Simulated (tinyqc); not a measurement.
## n-type polysilicon, carrier trapping at grain boundaries: effect of the trap density of a grain boundary

One-dimensional grains of size Lg, uniform ionised doping N, monovalent traps Qt at each boundary at a depth Et below (for electrons) or above (for holes) the band edge there, abrupt depletion of width W on each side of a boundary, Boltzmann statistics. xi is the distance from the band edge at the grain centre to the Fermi level. Trapped charge Qt/(1 + exp((xi + VB - Et)/Vt)) = 2 N W, barrier VB = q N W^2/(2 eps0 eps_r).

If the trap equation with xi = Vt ln(NB/N) has a root W < Lg/2, the grain is partly depleted; otherwise W = Lg/2 and the trap equation gives xi = Et - VB + Vt ln(Qt/(N Lg) - 1). N* = Qt/Lg. n0 = NB exp(-xi/Vt); mean density n0 (1 - 2 W/Lg) by charge balance in a partly depleted grain, and n0 (sqrt(pi)/2) erf(u)/u with u = sqrt(VB/Vt) in a fully depleted one; v = sqrt(kB T/(2 pi ms m0)); barrier resistivity Vt exp(VB/Vt)/(q fe n0 v Lg); grain resistivity (1 - 2 W/Lg)/(q n0 mug); effective mobility 1/(q mean density total resistivity). Rows with xi above 0.45 V, towards mid-gap, are left out, since the other carrier type is ignored.

Inputs (values chosen for the exercise); values of the order met in polycrystalline silicon: temperature T = 250 K; relative permittivity eps_r = 11.7; conduction-band density of states at T NB = 2.13e19 cm^-3; grain size Lg = 130 nm; depth of the trap level from the majority band edge at the boundary Et = 0.41 eV; mass for thermionic emission ms = 0.35 m0; correction factor of the emission rate fe = 0.5; mobility inside the grains mug = 67 cm^2/(V s); doping N = 4.8e17 cm^-3.

Constants: q = 1.602176634e-19 C, kB = 1.380649e-23 J/K, m0 = 9.1093837015e-31 kg, Vt = kB T/q, eps0 = 8.8541878128e-14 F/cm where lengths are in cm. Results are converted to the units shown.

The same in every row: xi (V) = 0.081707.

Effect of the trap density of a grain boundary:

| Qt (cm^-2) | N/N* | depleted share 2 W/Lg | VB (V) | mean density (cm^-3) | resistivity (ohm cm) | effective mobility (cm^2/(V s)) |
|---|---|---|---|---|---|---|
| 2e11 | 31.200 | 0.032051 | 0.0016110 | 4.6462e17 | 0.19905 | 67.491 |
| 3.4e11 | 18.353 | 0.054487 | 0.0046559 | 4.5385e17 | 0.19639 | 70.027 |
| 5.7e11 | 10.947 | 0.091346 | 0.013086 | 4.3615e17 | 0.19541 | 73.233 |
| 9.7e11 | 6.4330 | 0.15545 | 0.037895 | 4.0538e17 | 0.22420 | 68.674 |
| 1.6e12 | 3.9000 | 0.25640 | 0.10310 | 3.5693e17 | 1.3880 | 12.598 |
| 2.8e12 | 2.2286 | 0.41705 | 0.27276 | 2.7982e17 | 3272.8 | 0.0068155 |
| 4.7e12 | 1.3277 | 0.45145 | 0.31961 | 2.6331e17 | 28804 | 8.2295e-4 |
| 8e12 | 0.78000 | 0.46588 | 0.34037 | 2.5638e17 | 75495 | 3.2247e-4 |

As Qt goes from 2e11 to 8e12, VB rises from 0.00161 to 0.340 V, the resistivity goes from 0.199 through a minimum of 0.195 (at Qt = 5.7e11 among the rows listed) to 75500 ohm cm and the effective mobility goes from 67.5 through a maximum of 73.2 (at Qt = 5.7e11 among the rows listed) to 3.22e-4 cm^2/(V s). For Qt = 2e11, 3.4e11, 5.7e11 VB is below Vt, where abrupt depletion and thermionic emission are rough. For Qt = 2e11, 3.4e11, 5.7e11, 9.7e11 the effective mobility exceeds mug, since drift through the depleted part of the grain is left out.

Computed by the program tinyqc: `OMP_NUM_THREADS=1 python tinyqc.py 2830279 2830280 out.jsonl`, one thread of a shared Intel Xeon 2.30GHz, about 0.01 s for the whole run.
